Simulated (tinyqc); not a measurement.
How thick the regions must be: ionisation potential and affinity of a slab from the planar-averaged potential.

A model of the planar-averaged electrostatic energy of an electron in a periodic cell of N1 periods of A (L1 = N1 n1 h) and N2 periods of vacuum (L2 = N2 n2 h), on z_j = j h: V(z) = f VA + (1 - f) VB + F t(z), VA = V1[0] + V1[1] cos(2 pi z/(n1 h)) + V1[2] cos(4 pi z/(n1 h)), VB the same with V2, n2 and z - L1. f = [tanh(z/w) - tanh((z - L1)/w) + tanh((z - L1 - L2)/w)]/2 + 1/2; t(z) = z - L1/2 in A and (L1/L2)(L1 + L2/2 - z) beyond, so that the cell is periodic.

Running mean over n points, periodic: for odd n the plain mean of the n points centred on j; for even n the n + 1 points with half weight at both ends. The macroscopic average applies the mean over n1 points and then over n2 points.

Values chosen for the exercise (gap near that of Si; shifted at random, so the results belong to these values and not to a real crystal):
- h = 0.3 angstrom (grid step)
- n1 = 5 (grid points per period of A)
- n2 = 5 (grid points per period of the vacuum filter)
- V1 = (-11.7, 1.4, -0.92) eV (mean and two harmonics of the potential in A)
- V2 = (0, 0, 0) eV (the same in vacuum)
- w = 0.49 angstrom (width of the interfaces)

N1 = N2 = N, no slope (F = 0); dV is read at j = floor(N n1/2) and N n1 + floor(N n2/2). The exact value is V2[0] - V1[0].

Results:

| N | L1 (angstrom) | dV (eV) | error (meV) |
|---|---|---|---|
| 1 | 1.50 | 4.2171 | -7482.92 |
| 2 | 3.00 | 10.7526 | -947.40 |
| 3 | 4.50 | 11.6393 | -60.74 |
| 4 | 6.00 | 11.6976 | -2.40 |
| 5 | 7.50 | 11.6999 | -0.14 |
| 6 | 9.00 | 11.7000 | -0.01 |

The error is below 10 meV from N = 4 on. The two windows together span 3.00 angstrom and must fit between the interface tails, which fall as exp(-2 z/w); the errors at N = 2, 3 and 4 are -947.40, -60.74 and -2.40 meV.

(tinyqc, `OMP_NUM_THREADS=1 python tinyqc.py 1850630 1850631 out.jsonl`, Intel(R) Xeon(R) Processor @ 2.30GHz, 1 thread, shared host, about 0.01 s.)
